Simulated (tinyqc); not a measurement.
# Changing the silane pressure p_S

Model: microkinetic model of low-temperature epitaxy from hydride gases: adsorption, hydrogen desorption and rate control. Computed by tinyqc, a small Python program. Command: `OMP_NUM_THREADS=1 python tinyqc.py 3024346 3024347 out.jsonl hepi sweep`. One thread of a shared host (Intel(R) Xeon(R) Processor @ 2.30GHz), about 0.03 s of CPU time with the checks.

Each hydride molecule needs two free sites and leaves four hydrogen atoms, of which two leave at once as H2; theta is the hydrogen coverage, the site density is 6.78 per nm^2 and one layer is 1.358 angstrom thick.

Inputs (values chosen for the exercise, close to those used for silane on Si(001)):

| quantity | value | unit |
|---|---|---|
| sticking prefactor of silane s0 | 0.083 | - |
| adsorption barrier E_s | 0.15 | eV |
| desorption prefactor nu_d | 1.2e+12 | 1/s |
| desorption energy on silicon E_d | 1.98 | eV |
| hydrogen carrier pressure p_H | 0 | Pa |
| sticking of hydrogen s_H | 3.5e-08 | - |
| temperature T | 610 | C |

Film: silicon. Order of hydrogen desorption: first.

Constants: k_B = 8.617333262e-05 eV/K; u = 1.6605390666e-27 kg; k_B = 1.380649e-23 J/K.

Method:
- Flux per site F = p/(sqrt(2 pi M k_B T) x 6.78e18 per m^2), M = 32.12 u (silane), 2.016 u (hydrogen); s = s0 exp(-E_s/(k_B T)); k_S = s F_S = k; k_H = s_H F_H; k_d = nu_d exp(-E_d/(k_B T)).
- Temperatures in kelvin are T(C) + 273.15.
- With k the hydride and k_H the hydrogen adsorption rate on free pairs and k_d the desorption rate, steady state: 2 (k + k_H)(1 - theta)^2 = k_d theta; growth rate R = k (1 - theta)^2 layers/s; 1 layer/s = 8.148 nm/min.
- With c = 2 (k + k_H)/k_d the free share is 1 - theta = 2/(1 + sqrt(1 + 4c)).
- X_i = d ln R/d ln k_i at fixed other constants. With f = 1 - theta and a = 2/f + 1/theta: d ln f/d ln k_d = 1/(a f), so X_d = 2/(a f), X_k = 1 - X_d k/(k + k_H), X_H = -X_d k_H/(k + k_H); they sum to 1.

One run for each value:

| silane pressure p_S (Pa) | growth rate G (nm/min) | hydrogen coverage theta | X_d (desorption) |
|---|---|---|---|
| 0.001 | 0.214 | 0.00870 | 0.01725 |
| 0.003 | 0.620 | 0.02524 | 0.04923 |
| 0.01 | 1.857 | 0.07564 | 0.14065 |
| 0.03 | 4.396 | 0.17902 | 0.30367 |
| 0.1 | 8.870 | 0.36123 | 0.53074 |
| 0.3 | 13.418 | 0.54642 | 0.70669 |
| 1 | 17.574 | 0.71568 | 0.83428 |
| 3 | 20.231 | 0.82388 | 0.90343 |
| 10 | 22.081 | 0.89922 | 0.94694 |
| 30 | 23.094 | 0.94049 | 0.96933 |

Over the rows, growth rate G (nm/min) rises from 0.214 to 23.1 (exponent d ln y / d ln x 0.97 between the first rows and 0.041 between the last); hydrogen coverage theta rises from 0.00870 to 0.940 (exponent d ln y / d ln x 0.97 between the first rows and 0.041 between the last); X_d (desorption) rises from 0.0172 to 0.969 (exponent d ln y / d ln x 0.95 between the first rows and 0.021 between the last). At the low end the exponent of growth rate G is 0.97, close to 1: adsorption limits.
